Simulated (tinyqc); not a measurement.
# Undoped symmetric double-gate MOSFET, analytic potential model: effect of the body thickness

An undoped body of thickness ts between two equal insulators and tied gates; long channel, electrons only, n = ni exp((psi - V)/Vt) with V the quasi-Fermi potential (0 at the source, Vd at the drain), constant mobility, no quantisation. Across the body psi(x) = V - 2 Vt ln[(ts/(2 beta)) sqrt(q ni/(2 eps0 eps_r Vt)) cos(2 beta x/ts)], x from the centre. Q is the electron charge per area of the whole body.

ni = sqrt(Nc Nv) exp(-Eg/(2 Vt)), Eg in volts; r = eps_r tox/(eox ts); V0 = dphi + 2 Vt ln[(2/ts) sqrt(2 eps0 eps_r Vt/(q ni))]. beta (between 0 and pi/2) solves (Vg - V0 - V)/(2 Vt) = ln(beta) - ln(cos beta) + 2 r beta tan(beta). Q = 8 eps0 eps_r Vt beta tan(beta)/ts; I = mu (1/L)(4 eps0 eps_r/ts)(2 Vt)^2 [g(beta_s) - g(beta_d)] per width, g = beta tan(beta) - beta^2/2 + r beta^2 tan^2(beta), with beta_s at V = 0 and beta_d at V = Vd.  I(low) is taken at Vg = 0.38 V, Qs and I(high) at Vg = 1.13 V.

Inputs (values chosen for the exercise); material values close to those of silicon:
- T = 300 K (temperature)
- Eg = 1.12 eV (band gap)
- eps_r = 11.8 (relative permittivity of the semiconductor)
- Nc = 2.84e19 cm^-3 (conduction-band density of states at T)
- Nv = 2.62e19 cm^-3 (valence-band density of states at T)
- eox = 22.9 (relative permittivity of the gate insulator)
- tox = 3 nm (insulator thickness)
- dphi = 0.17 V (gate work function less that of the intrinsic body)
- mu = 590 cm^2/(V s) (channel mobility)
- L = 1 um (gate length)
- Vd = 1 V (drain voltage)

Constants: q = 1.602176634e-19 C, kB = 1.380649e-23 J/K, Vt = kB T/q, eps0 = 8.8541878128e-14 F/cm where lengths are in cm. Results are converted to the units shown.

Results:

| ts (nm) | V0 (V) | I(low) (nA/um) | Qs(high) (nC/cm^2) | I(high) (uA/um) |
|---|---|---|---|---|
| 5 | 0.6881 | 0.04396 | 4352 | 532.7 |
| 7 | 0.6707 | 0.06155 | 4355 | 536.6 |
| 9.8 | 0.6533 | 0.08617 | 4356 | 539.6 |
| 14 | 0.6349 | 0.1231 | 4357 | 541.8 |
| 27 | 0.6009 | 0.2374 | 4358 | 544.5 |
| 38 | 0.5832 | 0.3341 | 4358 | 545.3 |

Estimate the missing row, ts = 19 nm.

Computed row:

| ts (nm) | V0 (V) | I(low) (nA/um) | Qs(high) (nC/cm^2) | I(high) (uA/um) |
|---|---|---|---|---|
| 19 | 0.6191 | 0.1671 | 4358 | 543.3 |

With this row back in the table: As ts goes from 5 to 38 nm, I(low) rises from 0.0440 to 0.334 nA/um and I(high) rises from 533 to 545 uA/um. On average I(low) goes as ts^(1.00) and I(high) goes as ts^(0.01). Below threshold the charge is proportional to the cross-section of the body; above it the insulator sets the charge. In every row the surface density at the source at the higher gate voltage passes 0.3 Nc, where Boltzmann statistics fail. For ts = 19 to 38 nm mu V/L at the higher gate voltage, with V the smaller of Vd and Vg - V0, passes 3e6 cm/s, so velocity saturation would lower the current. At ts = 5 nm the body is thin enough for quantum confinement, left out here, to raise the threshold.

tinyqc, about 0.02 s, one thread, Intel Xeon 2.30GHz (shared host): `OMP_NUM_THREADS=1 python tinyqc.py 2440103 2440104 out.jsonl`
